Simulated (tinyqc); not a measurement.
Raising U: Hubbard chain of 2 sites, mean field against exact. Computed by the program tinyqc. 

one-body matrix (hopping and site energies) (eV):
```
         1        2
1  -0.0300  -1.2200
2  -1.2200   0.1000
```

electrons, up and down: 1  1

Collinear unrestricted mean field (the lowest of 40 random starts) against exact diagonalisation.

Exact and mean-field results (eV):

| U | U/t | E exact | E mean field | mean \|n_up - n_down\| | double occupancy, exact | first gap in the sector |
|---|---|---|---|---|---|---|
| 0.610 | 0.500 | -2.08667 | -2.06777 | 0.000 | 0.220 | 2.157 |
| 1.220 | 1.000 | -1.83714 | -1.76231 | 0.000 | 0.190 | 1.907 |
| 2.440 | 2.000 | -1.43919 | -1.15173 | 3.14e-04 | 0.138 | 1.509 |
| 3.660 | 3.000 | -1.15069 | -0.74404 | 0.745 | 0.100 | 1.221 |
| 4.880 | 4.000 | -0.94110 | -0.54035 | 0.866 | 0.073 | 1.011 |
| 7.320 | 6.000 | -0.66895 | -0.33678 | 0.943 | 0.042 | 0.739 |
| 9.760 | 8.000 | -0.50609 | -0.23505 | 0.968 | 0.026 | 0.576 |
| 14.640 | 12.000 | -0.32599 | -0.13335 | 0.986 | 0.013 | 0.396 |
| 24.400 | 20.000 | -0.17161 | -0.05200 | 0.995 | 4.86e-03 | 0.242 |

In absolute terms mean field is worst at U/t = 3.0, 0.407 eV too high: at small U it is nearly exact, and at large U it misses only exchange-scale energies. Its local moments set in at U/t = 3.0 of those listed, a broken symmetry that the exact state of a finite cluster with equal spins does not have. Relative to the exact energy its error is 0.9 % at the smallest U, 70 % at most and 70 % at the largest. The double occupancy falls from 0.220 to 0.005.
